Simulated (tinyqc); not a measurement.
Worked calculation: heavy doping: band filling, gap narrowing, band tails and the effective intrinsic density. Computed by tinyqc, a small Python program that keeps every step. Command: `OMP_NUM_THREADS=1 python tinyqc.py 3017892 3017893 out.jsonl gapnarrow walk`. One thread of a shared host (Intel(R) Xeon(R) Processor @ 2.30GHz), about 0.02 s of CPU time with the checks. Intermediate numbers are printed to about 5 digits and carried at full precision; extremes and crossings named in words are read from the listed rows.

An n-type crystal above its Mott density, with all dopants ionised: n = N_D - N_A, ionised centres N_I = N_D + N_A. Valleys are taken as spherical with mass m_e.

Inputs (values chosen for the exercise, modelled on silicon):
```
quantity                      value   unit
gap E_g                        1.11     eV
electron mass m_e             0.329    m_0
valleys M_c                       6      -
hole mass m_h                 0.833    m_0
dielectric constant eps        11.9      -
donor density N_D           1.8e+20  cm^-3
compensation ratio N_A/N_D      0.3      -
temperature T                   150      K
```

Conduction band: parabolic.

Constants: a_0 = 0.529177210903 angstrom; Ry = 13.605693123 eV; k_B = 8.617333262e-05 eV/K; hbar^2/(2 m_0) = 3.80998212 eV angstrom^2; e = 1.602176634e-19 C; eps_0 = 8.8541878128e-12 F/m; e^2/(4 pi eps_0) = 14.39964548 eV angstrom.

## Scales

n = N_D (1 - ratio); Ry* = Ry m_e/eps^2, a* = a_0 eps/m_e; r_s = (3/(4 pi n))^(1/3)/a*; k_F = (3 pi^2 n/M_c)^(1/3); Mott density (0.26/a*)^3.

n = 1.26e+20 cm^-3

Ry* = 31.610 meV

a* = 19.140 angstrom

r_s = 0.64649

k_F = 0.085352 1/angstrom

Mott density = 2.5065e+18 cm^-3

## Band filling

n = M_c (1/(2 pi^2)) (m_e/(hbar^2/2m_0))^(3/2) int sqrt(E) f dE, f = 1/(1 + exp((E - E_F)/k_B T)); trapezoid rule in t = sqrt(E/k_B T), step 0.02 up to 12; E_F by bisection from the band edge. At T = 0, E_F = (hbar^2/2m_0) k_F^2/m_e; dn/dE_F uses f (1 - f)/k_B T in place of f.

E_F above the band edge = 82.664 meV

E_F at T = 0 = 84.363 meV

E_F/k_B T = 6.3952

dn/dE_F = 2.1920e+21 cm^-3/eV

## Screening, narrowing and potential fluctuations

Screening: q^2 = (e/(eps eps_0)) dn/dE_F. Exchange lowers the conduction band by (1/pi) k_F e^2/(4 pi eps_0 eps) (T = 0 Hartree-Fock at k_F, taken as a rigid shift). Screening raises the valence band by (q/2) e^2/(4 pi eps_0 eps) (static Coulomb hole). The narrowing is the sum; electron correlation and carrier-ion shifts are left out. Root-mean-square potential of randomly placed ions: V_rms = (e^2/(4 pi eps_0 eps)) sqrt(2 pi N_I/q).

screening length 1/q = 5.4773 angstrom

exchange term = 32.875 meV

Coulomb-hole term = 110.46 meV

gap narrowing = 143.34 meV

V_rms = 108.59 meV

V_rms is 1.31 of the larger of E_F and k_B T, so band tails matter. Caution: V_rms exceeds both E_F and k_B T, so band tails reshape the edge. Caution: the screening length is well below a*, where static Thomas-Fermi screening overstates the Coulomb hole.

## What optics and devices see

n p/n_i^2 = exp(narrowing/k_B T) x (n/N) exp(-E_F/k_B T), N being the limit of n exp(-E_F/k_B T) far below the edge (taken at E_F = -12 k_B T); apparent narrowing = k_B T ln(n p/n_i^2).

apparent narrowing = 93.363 meV

log10(n p/n_i^2) = 3.1369

Degeneracy takes back 50.0 meV of the 143.3 meV of narrowing, and the minority density stays above its ideal value n_i^2/n.

## Filling against narrowing

The compensation ratio is held.

Against carrier density (energies in meV):
```
n (cm^-3)     E_F  narrowing  apparent narrowing   V_rms
1.30e+19     9.14      77.73              71.918   46.44
2.50e+19    22.79      95.98              84.979   58.01
5.00e+19    42.11     115.87              94.502   75.07
8.80e+19    64.19     132.41              96.268   93.87
1.30e+20    84.48     144.31              92.929  109.99
2.00e+20   113.57     158.29              83.382  131.29
3.20e+20   156.15     174.92              63.501  159.48
5.00e+20   210.80     192.34              32.043  191.95
```

Narrowing grows with exponent 0.21 between the last rows (exchange goes as n^(1/3), the Coulomb hole as n^(1/6) in a degenerate parabolic band) and E_F with 0.67 (2/3 for a parabolic band at T = 0). The apparent narrowing peaks at 96.3 meV near 8.8e19 cm^-3 and then falls, as E_F grows faster than the narrowing. In rows with E_F below 2 k_B T the T = 0 exchange term is overstated. Where V_rms is above half of E_F, band tails blur the edge by more than small net shifts.

Checks made by the program: E_F at low temperature against the T = 0 value (relative difference 2e-04).
